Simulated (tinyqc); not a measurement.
# Which input was changed?

Model: valley-orbit splitting of a donor ground state, with strain. Computed by tinyqc, a small Python program. Command: `OMP_NUM_THREADS=1 python tinyqc.py 3028818 3028819 out.jsonl valleyorbit which`. One thread of a shared host (Intel(R) Xeon(R) Processor @ 2.30GHz), about 0.04 s of CPU time with the checks.

The basis is the 1s envelope in each valley; energies are counted from the unstrained conduction-band edge. The strain is e_s (a a^T - 1/3) for the unit stress axis a, so valley j along n_j moves by Xi_u e_s w_j with w_j = (n_j.a)^2 - 1/3: +1/3 for [111] and [-1-11], -1/3 for the others.

Inputs (values chosen for the exercise, modelled on donors in germanium):
```
quantity                                     value   unit
single-valley binding energy E_0              9.69    meV
central-cell shift Lambda                      1.1    meV
coupling Delta_1                              0.73    meV
shear deformation potential Xi_u              15.5     eV
shear strain e_s                          -0.00032      -
temperature T                                   50      K
donor density N_D                          2.2e+15  cm^-3
density-of-states mass of one valley m_e     0.215    m_0
```

Valleys: four along <111>. Stress axis: [110].

Constants: k_B = 8.617333262e-05 eV/K; m_0 = 9.1093837015e-31 kg; k_B = 1.380649e-23 J/K; h = 6.62607015e-34 J s.

Method:
- H_jj = -(E_0 + Lambda) + Xi_u e_s w_j; H_jk = -Delta_1 between any two valleys.
- Diagonalise H; the ground vector has positive components. The density at the nucleus, and so the contact hyperfine coupling, scales as (sum_j c_j)^2/(number of valleys), which is 1 without strain; the envelopes are held fixed.
- The binding energy is counted from the lowest valley edge, min_j Xi_u e_s w_j; the gap is from the ground state to the next level.
- z = sum over levels of exp(-(E - E_ground)/k_B T), the ground-state share being 1/z; N_c = 2 (2 pi m_e k_B T/h^2)^(3/2) sum_j exp(-(shift_j - lowest shift)/k_B T); n1 = N_c/(2 z) exp(-binding/k_B T), binding = lowest shift - E_ground; without compensation n = 2 N_D/(1 + sqrt(1 + 4 N_D/n1)) (Boltzmann statistics; p and higher states left out).

Question. One of these inputs alone was changed, within the range given: central-cell shift Lambda (0.55 to 2.2); shear strain e_s (-0.00064 to -0.00016); temperature T (25 to 100); donor density N_D (1.1e+15 to 4.4e+15). Which one, and to what value?

Results:
```
run     share of neutral donors in the ground state  binding energy under strain (meV)  hyperfine ratio A/A_0
before                                    0.4391664                           12.07237              0.8309607
after                                     0.4934381                           12.07237              0.8309607
```

Answer.

Each candidate set to reproduce share of neutral donors in the ground state, and what it then gives:
```
candidate                              range searched  value needed  binding energy under strain (meV)  hyperfine ratio A/A_0
central-cell shift Lambda (meV)           0.55 to 2.2     no effect                                  -                      -
shear strain e_s                 -0.00064 to -0.00016     -5.924e-4                             11.850                0.71527
temperature T (K)                           25 to 100         39.10                             12.072                0.83096
donor density N_D (cm^-3)          1.1e+15 to 4.4e+15     no effect                                  -                      -
```

Only temperature T fits every result: it went from 50 to 39.1 K. The next best candidate, shear strain e_s, misses one result by 14 %.

Caution: k_B T exceeds a third of E_0, so the p and higher states, left out, hold part of the bound electrons.
